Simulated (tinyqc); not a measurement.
Thermionic-field emission through a Schottky barrier, WKB: contact resistivity against doping.

Metal on an n-type semiconductor with one parabolic valley; V > 0 is forward bias (metal positive). Energies E are counted from the conduction edge of the neutral semiconductor, whose Fermi level lies at -xi; that of the metal lies at -xi - V. The barrier is a parabola of height Vd = phi - xi - V (depletion approximation, no image force).

Nc = 2 (2 pi me m0 kB T/h^2)^1.5 (times 1e-6 for cm^-3); Nd = Nc F12(-xi/Vt), F12(x) = (2/sqrt(pi)) int_0^infinity sqrt(u)/(1 + exp(u - x)) du; E00 = (hbar/2) sqrt(Nd/(me m0 eps0 eps_r)) in SI units (volts). For E < Vd, ln T(E) = -(Vd/E00) [sqrt(1 - y) - y ln((1 + sqrt(1 - y))/sqrt(y))], y = E/Vd; T(E) = 1 above. J = A* T (q/kB) int_0^infinity T(E) N(E) dE, N = ln[(1 + exp((-xi - E)/Vt))/(1 + exp((-xi - V - E)/Vt))], A* = 4 pi q me m0 kB^2/h^3 (times 1e-4 for A/(cm^2 K^2)). The integral is converged to the digits shown; the share over the barrier is that of E > Vd, and 0 means below 1e-6 %. The contact resistivity is rho_c = 1/(dJ/dV) at V = 0, where N becomes V f/Vt with f = 1/(1 + exp((E + xi)/Vt)). The last column is the thermionic value Vt exp(phi/Vt)/(A* T^2). By a common rule of thumb, E00/Vt below 0.5 marks thermionic emission, 0.5 to 5 thermionic-field emission and above 5 field emission.

Values chosen for this exercise; band and dielectric values close to those of gallium arsenide: temperature T = 350 K; electron mass me = 0.0668 m0; relative permittivity eps_r = 12.7; barrier height seen from the metal phi = 0.73 eV.

Constants: q = 1.602176634e-19 C, kB = 1.380649e-23 J/K, eps0 = 8.8541878128e-12 F/m, hbar = 1.054571817e-34 J s, h = 6.62607015e-34 J s, m0 = 9.1093837015e-31 kg, Vt = kB T/q. Results are converted to the units shown.

Results:
```
Nd (cm^-3)	E00/Vt	rho_c (ohm cm^2)	thermionic rho_c (ohm cm^2)
9.3e16	0.2038	213.0	996.0
2.1e17	0.3063	101.7	996.0
1.1e18	0.7010	3.278	996.0
2.6e18	1.078	0.07209	996.0
5.9e18	1.623	6.290e-4	996.0
1.3e19	2.410	1.041e-5	996.0
3.1e19	3.721	3.676e-7	996.0
7.1e19	5.632	4.044e-8	996.0
```

Estimate the missing row, Nd = 4.9e17 cm^-3.

Computed row:
```
Nd (cm^-3)	E00/Vt	rho_c (ohm cm^2)	thermionic rho_c (ohm cm^2)
4.9e17	0.4678	27.91	996.0
```

With this row back in the table: rho_c falls from 213 to 4.04e-8 ohm cm^2: 0.21 of the thermionic value in the first row (thermionic emission) and 4.1e-11 of it in the last (field emission). Between the last two rows ln rho_c changes by 0.730 eV for each unit of 1/E00, to be set beside phi = 0.73 eV of the rule rho_c ~ exp(phi/E00). Even in the first row most of the current tunnels through the thin top of the barrier.

Range of the model: The depletion approximation, a parabolic band and the neglect of image-force lowering make these currents estimates at high doping.

Numbers from tinyqc (`OMP_NUM_THREADS=1 python tinyqc.py 2640036 2640037 out.jsonl`; about 0.01 s on one thread of a shared Intel Xeon 2.30GHz).
